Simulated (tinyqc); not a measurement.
# Fully depleted semiconductor-on-insulator film with two gates, non-linear Poisson equation by Newton steps: effects of single changes

One dimension across the film, front interface at x = 0, back interface at x = ts. psi is counted from the intrinsic level, n = ni exp(psi/Vt) (source grounded), holes neglected, acceptors ionised. Gates act through Cox = eps0 eox/tox and Cbox = 3.9 eps0/tb with potentials G1 = Vg - (phiM - chi - Vt ln(Nc/ni)) and G2 = Vb - (phiB - chi - Vt ln(Nc/ni)). Classical Boltzmann densities, no interface charge, no depletion in the back plane.

Values chosen for this exercise; band and dielectric values close to those of silicon: temperature T = 300 K; band gap Eg = 1.1 eV; relative permittivity eps_r = 11.8; conduction-band density of states at T Nc = 2.84e19 cm^-3; valence-band density of states at T Nv = 2.68e19 cm^-3; electron affinity chi = 3.98 eV; relative permittivity of the gate insulator (close to silicon dioxide) eox = 3.9; insulator thickness tox = 2.5 nm; film thickness ts = 9.7 nm; buried-oxide thickness (eps_r 3.9) tb = 19 nm; acceptor density of the film Na = 1e15 cm^-3; work function of the front gate phiM = 4.23 eV; work function of the back plane phiB = 4.48 eV; back-gate voltage Vb = 1.1 V.

Constants: q = 1.602176634e-19 C, kB = 1.380649e-23 J/K, Vt = kB T/q, eps0 = 8.8541878128e-14 F/cm where lengths are in cm. Results are converted to the units shown.

Each table varies one quantity; the others keep the values above.

## Charge against front-gate voltage

ni = sqrt(Nc Nv) exp(-Eg/(2 Vt)), Eg in volts. The Poisson equation eps0 eps_r d2psi/dx2 = q (n + Na), with -eps0 eps_r dpsi/dx = Cox (G1 - psi) at x = 0 and eps0 eps_r dpsi/dx = Cbox (G2 - psi) at x = ts, is solved on 300 equal intervals with half boxes at both ends; N_inv is the trapezoid sum of n. Swing = ln 10/(d ln N_inv/dVg); the last column is (dN_inv/dVb)/(dN_inv/dVg).

Charge against front-gate voltage:

| Vg (V) | psi front (V) | psi back (V) | N_inv (cm^-2) | centroid/ts | swing (mV/decade) | q dN_inv/dVg over Cox | back/front leverage |
|---|---|---|---|---|---|---|---|
| -0.45 | -0.0178 | 0.151 | 8.07e5 | 0.848 | 75.5 | 2.86e-6 | 0.268 |
| -0.3 | 0.117 | 0.266 | 7.89e7 | 0.830 | 75.3 | 2.80e-4 | 0.264 |
| -0.15 | 0.251 | 0.380 | 7.46e9 | 0.807 | 78.7 | 0.0253 | 0.259 |
| 0 | 0.367 | 0.460 | 2.08e11 | 0.754 | 171 | 0.325 | 0.243 |
| 0.15 | 0.446 | 0.484 | 7.94e11 | 0.627 | 376 | 0.565 | 0.201 |
| 0.3 | 0.497 | 0.491 | 1.64e12 | 0.479 | 599 | 0.732 | 0.167 |
| 0.45 | 0.529 | 0.494 | 2.66e12 | 0.370 | 858 | 0.826 | 0.150 |
| 0.6 | 0.551 | 0.495 | 3.76e12 | 0.298 | 1.15e3 | 0.876 | 0.143 |
| 0.75 | 0.567 | 0.495 | 4.91e12 | 0.249 | 1.45e3 | 0.906 | 0.138 |

What does the comparison show?

N_inv passes 1e11 cm^-2 at Vg = -0.0460 V. The swing starts at 75.5 mV a decade, against (1 + k) Vt ln 10 = 66.2 for a front channel with k = Cs Cbox/(Cox (Cs + Cbox)) = 0.113, Cs = eps0 eps_r/ts; above threshold this column is no longer a subthreshold swing. The centroid falls from 0.848 to 0.249 of ts and the leverage of the back gate falls from 0.268 to 0.138. For Vg = 0.45, 0.6, 0.75 the density at an interface exceeds 0.3 Nc, where Boltzmann statistics fail. For Vg = -0.45, -0.3, -0.15, 0, 0.6, 0.75 the classical centroid lies within 3 nm of an interface, where confinement, left out, would push it away.

## Threshold and coupling against the acceptor density of the film

VT is the Vg for N_inv = 1e11 cm^-2; -dVT/dVb from the linearised equation. Limits with Cs = eps0 eps_r/ts: front channel Cs Cbox/(Cox (Cs + Cbox)), back channel Cbox (Cox + Cs)/(Cox Cs). Swing at N_inv = 1e8 cm^-2.

The same in every row: front-channel limit = 0.113; back-channel limit = 0.300.

Threshold and coupling against the acceptor density of the film:

| Na (cm^-3) | VT (V) | centroid/ts at VT | -dVT/dVb | swing (mV/decade) |
|---|---|---|---|---|
| 1e15 | -0.0460 | 0.777 | 0.251 | 75.3 |
| 3e15 | -0.0456 | 0.777 | 0.251 | 75.3 |
| 9e15 | -0.0445 | 0.777 | 0.251 | 75.3 |
| 3e16 | -0.0409 | 0.775 | 0.250 | 75.3 |
| 8e16 | -0.0321 | 0.771 | 0.249 | 75.2 |
| 2e17 | -0.0112 | 0.760 | 0.247 | 75.2 |
| 7e17 | 0.0747 | 0.698 | 0.234 | 74.7 |
| 2e18 | 0.278 | 0.386 | 0.176 | 71.8 |

As Na goes from 1e15 to 2e18, VT rises from -0.0460 to 0.278 V, the centroid falls from 0.777 to 0.386 of ts and -dVT/dVb falls from 0.251 to 0.176. The coupling covers 73.6 % of the way from the front-channel to the back-channel limit in the first row and 33.7 % in the last.

Numbers from tinyqc (`OMP_NUM_THREADS=1 python tinyqc.py 2190053 2190054 out.jsonl`; about 0.3 s on one thread of a shared Intel Xeon 2.30GHz).
